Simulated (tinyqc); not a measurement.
Worked calculation: free and nearly free electrons in a metal. Values are carried at full precision from step to step, so a last printed digit may differ when a step is redone from the rounded ones.

The cubic cell holds 4 atoms: n = 4 z/a^3, kF = (3 pi^2 n)^(1/3), EF = c kF^2/m, vF = 2 c kF/(m hbar), c = hbar^2/2m0; rs = (3/(4 pi n))^(1/3)/a0; D(EF) = 3 n/(2 EF).

Constants: hbar^2/2m0 = 3.80998211 eV angstrom^2; hbar = 6.58211957e-16 eV s; a0 (Bohr radius) = 0.5291772105 angstrom; kB = 8.617333262e-05 eV/K.

Parameters, chosen for this exercise (near those of Cu, whose d bands this model ignores; the results hold for these values, not for the real material): a = 3.625 angstrom (fcc lattice constant); z = 1 (free electrons an atom); m = 1 m0 (mass); rho = 1.7 micro-ohm cm (bulk resistivity); T = 290 K; V = 0.26 eV (|V_G| for G = (111)); x = 0.89 (k along G as a share of |G|/2).

## The Fermi sphere

Evaluate the free-electron quantities.

n = 0.08397 1/angstrom^3
kF = 1.3547 1/angstrom
EF = 6.992 eV
vF = 1.568e+06 m/s
rs = 2.677
D(EF) per atom = 0.2145 1/eV

## Relaxation time and mean free path

Drude: 1/rho = n e^2 tau/(m m0) with e = 1.602176634e-19 C and m0 = 9.1093837e-31 kg; mean free path l = vF tau; rho l = hbar kF/(n e^2) = 12 pi^3 hbar/(e^2 S) with S = 4 pi kF^2 does not depend on tau or m.

Use SI units: n in 1/m^3 (1e30 per 1/angstrom^3), rho in ohm m (1e-8 per micro-ohm cm).

tau = 24.86 fs
l = 38.99 nm
rho l = 6.628 1e-16 ohm m^2

Wires lose conductivity to surfaces and grain boundaries, with an excess that scales as rho l over the width and is of the order of rho itself at a width of l = 39 nm.

## Thermal quantities

gamma = (pi^2/3) kB^2 D(EF) per atom, times 96485.33 x 1e3 for mJ/(mol K^2); mu(T) = EF (1 - (pi kB T/EF)^2/12); Wiedemann-Franz kappa = L0 T/rho with L0 = (pi^2/3) (kB/e)^2, kB/e in V/K.

gamma = 0.506 mJ/(mol K^2)
mu - EF = -0.0735 meV
kappa = 417 W/(m K)

## The sphere against the zone faces

Take G = (hkl) 2 pi/a for (111), (200) and (220), with the number of equivalent faces. The Bragg plane of G lies at |G|/2 with |G| = (2 pi/a) sqrt(h^2 + k^2 + l^2). Where kF exceeds it, the sphere cuts the plane in a circle of radius sqrt(kF^2 - G^2/4).

Distance and circle for each G:
```
G      faces  |G|/2 (1/angstrom)  kF/(|G|/2)  circle radius
(111)      8              1.5011      0.9025              -
(200)      6              1.7333      0.7816              -
(220)     12              2.4512      0.5527              -
```

The sphere stays inside the first zone; it reaches 0.903 of the way to the nearest faces.

## Two plane waves near the face

Two plane waves k and k - G, G = (111) (2 pi/a): H = [[c k^2/m, V], [V, c (k - G)^2/m]] with c = hbar^2/2m0.

Build H for k along G, diagonalise, and give the weight of the first wave in the lower state and its velocity along G relative to a free electron, (w k + (1 - w)(k - G))/k.

H (eV):
```
[[6.8000, 0.2600],
 [0.2600, 10.5773]]
```

levels (eV): [6.7822, 10.5951]

w = 0.9953
v/v_free = 0.9895

The splitting is 3.813 eV here and 2V = 0.52 eV on the face, where the normal velocity vanishes. There the lower band lies at 8.325 eV, above the free EF of 6.992 eV, so the Fermi surface does not reach the face. The real noble metals have necks on these faces, through a gap of 4 to 5 eV at L and their d bands.

## Checks

- Lower level against the closed form of the 2 x 2 problem (eV): both 6.7822.
- The product rho l against hbar kF/(n e^2) (1e-16 ohm m^2): both 6.628.

tinyqc: `OMP_NUM_THREADS=1 python tinyqc.py 1682156 1682157 out.jsonl`; about 0.01 s, one thread, shared Intel(R) Xeon(R) Processor @ 2.30GHz.
